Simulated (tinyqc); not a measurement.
Hubbard ring of 4 sites, step by step. One step of it, computed by the program tinyqc.

Problem. The many-body Hamiltonian. Basis: all placements (u, d, 2, 0 on each site), up operators ordered before down ones; hops carry the sign of the same-spin electrons passed.

one-body matrix (hopping and site energies) (eV), order 1, 2, 3, 4:
```
[[0.000000, -1.090000, 0.000000, -1.090000],
 [-1.090000, 0.000000, -1.090000, 0.000000],
 [0.000000, -1.090000, 0.000000, -1.090000],
 [-1.090000, 0.000000, -1.090000, 0.000000]]
```

U = 7.200000 eV

electrons, up and down: [1, 1]

Give: H.

Solution.

H (eV), order 2000, ud00, u0d0, u00d, du00, 0200, 0ud0, 0u0d, d0u0, 0du0, 0020, 00ud, d00u, 0d0u, 00du, 0002:
```
[[7.2000, -1.0900, 0.0000, -1.0900, -1.0900, 0.0000, 0.0000, 0.0000, 0.0000, 0.0000, 0.0000, 0.0000, -1.0900, 0.0000, 0.0000, 0.0000],
 [-1.0900, 0.0000, -1.0900, 0.0000, 0.0000, -1.0900, 0.0000, 0.0000, 0.0000, 0.0000, 0.0000, 0.0000, 0.0000, -1.0900, 0.0000, 0.0000],
 [0.0000, -1.0900, 0.0000, -1.0900, 0.0000, 0.0000, -1.0900, 0.0000, 0.0000, 0.0000, 0.0000, 0.0000, 0.0000, 0.0000, -1.0900, 0.0000],
 [-1.0900, 0.0000, -1.0900, 0.0000, 0.0000, 0.0000, 0.0000, -1.0900, 0.0000, 0.0000, 0.0000, 0.0000, 0.0000, 0.0000, 0.0000, -1.0900],
 [-1.0900, 0.0000, 0.0000, 0.0000, 0.0000, -1.0900, 0.0000, -1.0900, -1.0900, 0.0000, 0.0000, 0.0000, 0.0000, 0.0000, 0.0000, 0.0000],
 [0.0000, -1.0900, 0.0000, 0.0000, -1.0900, 7.2000, -1.0900, 0.0000, 0.0000, -1.0900, 0.0000, 0.0000, 0.0000, 0.0000, 0.0000, 0.0000],
 [0.0000, 0.0000, -1.0900, 0.0000, 0.0000, -1.0900, 0.0000, -1.0900, 0.0000, 0.0000, -1.0900, 0.0000, 0.0000, 0.0000, 0.0000, 0.0000],
 [0.0000, 0.0000, 0.0000, -1.0900, -1.0900, 0.0000, -1.0900, 0.0000, 0.0000, 0.0000, 0.0000, -1.0900, 0.0000, 0.0000, 0.0000, 0.0000],
 [0.0000, 0.0000, 0.0000, 0.0000, -1.0900, 0.0000, 0.0000, 0.0000, 0.0000, -1.0900, 0.0000, -1.0900, -1.0900, 0.0000, 0.0000, 0.0000],
 [0.0000, 0.0000, 0.0000, 0.0000, 0.0000, -1.0900, 0.0000, 0.0000, -1.0900, 0.0000, -1.0900, 0.0000, 0.0000, -1.0900, 0.0000, 0.0000],
 [0.0000, 0.0000, 0.0000, 0.0000, 0.0000, 0.0000, -1.0900, 0.0000, 0.0000, -1.0900, 7.2000, -1.0900, 0.0000, 0.0000, -1.0900, 0.0000],
 [0.0000, 0.0000, 0.0000, 0.0000, 0.0000, 0.0000, 0.0000, -1.0900, -1.0900, 0.0000, -1.0900, 0.0000, 0.0000, 0.0000, 0.0000, -1.0900],
 [-1.0900, 0.0000, 0.0000, 0.0000, 0.0000, 0.0000, 0.0000, 0.0000, -1.0900, 0.0000, 0.0000, 0.0000, 0.0000, -1.0900, 0.0000, -1.0900],
 [0.0000, -1.0900, 0.0000, 0.0000, 0.0000, 0.0000, 0.0000, 0.0000, 0.0000, -1.0900, 0.0000, 0.0000, -1.0900, 0.0000, -1.0900, 0.0000],
 [0.0000, 0.0000, -1.0900, 0.0000, 0.0000, 0.0000, 0.0000, 0.0000, 0.0000, 0.0000, -1.0900, 0.0000, 0.0000, -1.0900, 0.0000, -1.0900],
 [0.0000, 0.0000, 0.0000, -1.0900, 0.0000, 0.0000, 0.0000, 0.0000, 0.0000, 0.0000, 0.0000, -1.0900, -1.0900, 0.0000, -1.0900, 7.2000]]
```
